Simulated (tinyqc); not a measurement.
Small-signal admittance of a forward-biased p+-n diode: one step of the calculation.

Holes injected into a neutral base of width wb with an ohmic contact at its end; low injection, p0 far above the equilibrium density. A small voltage v exp(i w t), w = 2 pi f, modulates the edge density by p0 v/Vt, and the small-signal density obeys Dp d2p/dx2 = (1/tau + i w) p.

Problem. The same by finite differences. 9 equal intervals, h = wb/9; u = small-signal density over its edge value, u_0 = 1, u_9 = 0; u_(i-1) + b u_i + u_(i+1) = 0 with b = -2 - h^2 (1/tau + i w)/Dp; Y = (q Dp p0/(Vt h)) (-b/2 - u_1), which includes the half box at the edge.

Parameters, values chosen for the exercise; permittivity close to that of germanium: temperature T = 350 K; hole diffusion coefficient Dp = 26 cm^2/s; hole lifetime tau = 1e-7 s; width of the neutral base wb = 48 um; excess hole density at the junction edge p0 = 3.7e12 cm^-3; signal frequency f = 1.8e5 Hz.

Constants: q = 1.602176634e-19 C, kB = 1.380649e-23 J/K, Vt = kB T/q. Results are converted to the units shown.

Give: b; u; Y on the mesh.

Solution.

b = -2.1094-0.0124i
u, node 1 to 8: 0.71723-0.01276i  0.51308-0.01805i  0.36529-0.01896i  0.25770-0.01743i  0.17851-0.01461i  0.11903-0.01119i  0.07272-0.00752i  0.03445-0.00377i
Y on the mesh = 0.32336+0.01816i S/cm^2

Computed by the program tinyqc: `OMP_NUM_THREADS=1 python tinyqc.py 2890157 2890158 out.jsonl`, one thread of a shared Intel Xeon 2.30GHz, about 0.01 s for the whole run.
